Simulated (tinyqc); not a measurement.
Coverage against grain size: equilibrium and kinetic segregation of a solute to boundaries and growing surfaces. Computed by tinyqc, a small Python program. Command: `OMP_NUM_THREADS=1 python tinyqc.py 3011618 3011619 out.jsonl segreg walk`. One thread of a shared host (Intel(R) Xeon(R) Processor @ 2.30GHz), about 0.01 s of CPU time with the checks.

Inputs (values chosen for the exercise, modelled on phosphorus in polycrystalline silicon):

| quantity | value | unit |
|---|---|---|
| segregation energy Q | 0.438 | eV |
| interaction z w (positive attracts) | 0.14 | eV |
| total solute fraction x0 | 0.0027 | - |
| temperature T | 900 | K |
| boundary thickness delta | 0.43 | nm |

Isotherm: Fowler-Guggenheim.

Constants: k_B = 8.617333262e-05 eV/K.

Method. With theta the solute fraction on boundary sites and x that in the grains, theta/(1 - theta) = [x/(1 - x)] exp[(Q + z w theta)/(k_B T)]. Finite grains: boundary sites are the fraction f = 3 delta/d, and x0 = (1 - f) x + f theta; solve both equations for theta; share at boundaries = f theta/x0.

At T:

| d (nm) | theta | x in the grains | share at boundaries (%) |
|---|---|---|---|
| 15 | 0.03029 | 0.0001043 | 96.470 |
| 30 | 0.05841 | 0.0001968 | 93.024 |
| 60 | 0.10941 | 0.0003554 | 87.119 |
| 120 | 0.19573 | 0.0006024 | 77.930 |
| 250 | 0.33591 | 0.0009717 | 64.196 |
| 500 | 0.49750 | 0.0014201 | 47.539 |
| 1000 | 0.62466 | 0.0018966 | 29.845 |
| 5000 | 0.72601 | 0.0025133 | 6.937 |

What does the comparison show, and why?

From the largest grains to the smallest the share at boundaries rises from 6.9 to 96 %, and x/x0 falls to 0.039. In the dilute limit x/x0 = 1/(1 - f + f exp(Q/(k_B T))), which gives 0.040 at 15 nm.

Extremes, crossings and ranges named in words are read from the listed rows.
